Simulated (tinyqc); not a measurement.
Bottom-up copper filling of a trench by curvature-enhanced accelerator coverage: one step, computed by the program tinyqc. Command: `OMP_NUM_THREADS=1 python tinyqc.py 3022804 3022805 out.jsonl superfill walk`. One thread of a shared host (Intel(R) Xeon(R) Processor @ 2.30GHz), about 0.07 s of CPU time with the checks.

A rectangular trench keeps vertical walls and a flat floor. An accelerator floats on the surface; where area is lost in the corners it is passed on to the floor.

Problem. Velocities. Kinetic current i_k = [i_0 (1 - theta) + i_1 theta] exp(alpha eta/(k_B T)), limit i_L = 2 F D C/delta, i = 1/(1/i_k + 1/i_L); velocity v = i Omega/(2F), Omega = 7.11 cm^3/mol, F = e N_A. Depletion inside the trench is ignored.

Inputs (values chosen for the exercise, close to those used for damascene copper plating):
```
quantity,value,unit
exchange current of the suppressed surface i_0,0.012,mA/cm^2
exchange current of the accelerated surface i_1,2.2,mA/cm^2
transfer coefficient alpha,0.45,-
overpotential eta,0.12,V
starting coverage theta_0,0.02,-
cupric ion concentration C,0.79,mol/l
diffusivity D,3.9e-06,cm^2/s
boundary layer delta,47,um
temperature T,298,K
```

Constants: e = 1.602176634e-19 C; N_A = 6.02214076e+23 1/mol; k_B = 8.617333262e-05 eV/K.

Give: limiting current i_L; velocity at theta = 0; velocity at theta_0; velocity at theta = 1; ratio v(1)/v(theta_0).

Solution.

limiting current i_L = 126.5 mA/cm^2

velocity at theta = 0 = 0.03618 nm/s

velocity at theta_0 = 0.1676 nm/s

velocity at theta = 1 = 5.811 nm/s

ratio v(1)/v(theta_0) = 34.66
